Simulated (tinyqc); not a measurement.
Worked calculation: two-band k.p model of the X valleys of a zinc-blende crystal. Values are carried at full precision from step to step, so a last printed digit may differ when a step is redone from the rounded ones.

With x = D/D0: for x < 1 the minima lie at k_m = sqrt(ml D0 (1 - x^2)/(4 c)), the hump at X has the height dE = (D0/4)(1 - x)^2 and the mass at the minimum is ml/(1 - x^2); the mass at X is ml/(1 - 1/x), negative for x < 1. For x > 1 the minimum is at X.

Constants: hbar^2/2m0 = 3.80998211 eV angstrom^2; kB = 8.617333262e-05 eV/K.

Inputs chosen for the exercise (of the order of those of GaP; not measured data):
- D = 0.372 eV (splitting of the two conduction levels at X)
- D0 = 0.407 eV (coupling energy)
- ml = 0.844 m0 (mass along the axis from remote bands)
- k = 0.132 1/angstrom (wave vector from X)
- kmax = 0.12 1/angstrom (end of the path)
- mt = 0.253 m0 (transverse mass)
- T = 300 K (temperature)

## Shape of the lower band

Give x, k_m, dE and both masses.

x = 0.9140
k_m = 0.06091 1/angstrom
dE = 0.752 meV
mass at the minimum = 5.128 m0
mass at X = -8.971 m0

The coupling wins over the splitting, so each X point carries two minima; the hump equals kT at 9 K.

## The matrix at one k

k along the valley axis, counted from X, c = hbar^2/2m0, e = c k^2/ml. H = [[e - D/2, i P k], [-i P k, e + D/2]] with P^2 = D0 c/ml, so E = e -/+ sqrt(D^2/4 + D0 e). For D = 0 (diamond lattice) the bands cross at X.

Give P, the matrix, its levels and the weight of the lower X state in the lower band.

P = 1.3555 eV angstrom

H (eV):
```
          1        2
1   -0.1073  0.1789i
2  -0.1789i   0.2647
```

levels (eV): -0.1794  0.3367

weight = 0.8603

## Dispersion along the axis

Nine points; energies of the lower band from its minimum, against a parabola about the minimum with the mass there.

Results:
```
k (1/angstrom)  lower band (meV)  parabola (meV)  gap to the upper band (eV)
0.0000                      0.75            2.76                      0.3720
0.0150                      0.66            1.57                      0.3742
0.0300                      0.42            0.71                      0.3808
0.0450                      0.15            0.19                      0.3915
0.0600                      0.00            0.00                      0.4060
0.0750                      0.18            0.15                      0.4239
0.0900                      0.88            0.63                      0.4449
0.1050                      2.32            1.44                      0.4684
0.1200                      4.67            2.59                      0.4942
```

At kmax the band lies at 4.7 meV and the parabola at 2.6 meV: far from X the curvature returns to 1/ml, so the band is steeper than the parabola of the minimum.

## Thermal masses

Thermal masses along the axis for one X point, lower band, E from the minimum, on 1601 points from -0.8 to 0.8 1/angstrom: density-of-states mass m_d = c I^2/(pi kT), I = integral of exp(-E/kT) dk; conductivity mass m_c = 2 c kT/<(dE/dk)^2> with central differences.

Give m_d, m_c and Nc = 3 x 2 (kT/(4 pi c))^(3/2) mt sqrt(m_d) for three X points; 1 angstrom^-3 = 1e24 cm^-3.

m_d = 5.103 m0
m_c = 2.609 m0
Nc = 4.302e+19 cm^-3

Two separate parabolic minima would give m_d = 4 x 5.128 = 20.511; kT/dE = 34.36.

## Checks

- Height of the hump by numerical search against the closed form (meV): both 0.752.
- Thermal masses without coupling against ml: both 0.8440.

tinyqc: `OMP_NUM_THREADS=1 python tinyqc.py 1851182 1851183 out.jsonl`; about 0.01 s, one thread, shared Intel(R) Xeon(R) Processor @ 2.30GHz.
